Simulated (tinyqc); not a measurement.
Free and trapped electrons in a MOS channel with a dense trap tail: one step of the calculation.

p-type body, charge-sheet picture, full ionisation (an idealisation for deep acceptors), Boltzmann statistics for free electrons. e = Ec - EF at the surface. Acceptor-like traps of density D(E) = D0 + De exp(-E/Ew) at depth E below Ec, from 0 to Eu, hold n_t = integral of D(E)/(1 + exp((e - E)/Vt)). psi = Eg - Vt ln(Nv/Na) - e; N_dep = sqrt(2 eps0 eps_r Na (psi - Vt)/q); n_f = sqrt(N_dep^2 + 2 eps0 eps_r Vt Nc exp(-e/Vt)/q) - N_dep; Vg = Vfb + psi + q (N_dep + n_t + n_f)/Cox, Cox = eps0 eox/tox.

Problem. Trapped charge. Trapezoid rule on 12 equal steps from 0 to Eu, f = 1/(1 + exp((e - E)/Vt)).

Parameters, values chosen for the exercise; band and dielectric values close to those of 4H silicon carbide:

| symbol | value | unit | meaning |
|---|---|---|---|
| T | 250 | K | temperature |
| D0 | 1.4e11 | cm^-2 eV^-1 | constant background density of acceptor-like traps |
| De | 5.7e13 | cm^-2 eV^-1 | density of the tail at the conduction edge |
| Ew | 0.06 | eV | decay energy of the tail |
| Eu | 0.9 | eV | depth below Ec down to which the traps reach |
| e | 0.061 | eV | Ec - EF at the surface |

Constants: q = 1.602176634e-19 C, kB = 1.380649e-23 J/K, Vt = kB T/q. Results are converted to the units shown.

Find: E; D(E) f; n_t.

Solution.

```
point    E (eV)  D(E) f (cm^-2 eV^-1)
0             0             3.1796e12
1      0.075000             1.0821e13
2       0.15000             4.7427e12
3       0.22500             1.4798e12
4       0.30000             5.2406e11
5       0.37500             2.5004e11
6       0.45000             1.7153e11
7       0.52500             1.4903e11
8       0.60000             1.4259e11
9       0.67500             1.4074e11
10      0.75000             1.4021e11
11      0.82500             1.4006e11
12      0.90000             1.4002e11
```

n_t = 1.5271e12 cm^-2

tinyqc, about 0.02 s, one thread, Intel Xeon 2.30GHz (shared host): `OMP_NUM_THREADS=1 python tinyqc.py 2222091 2222092 out.jsonl`
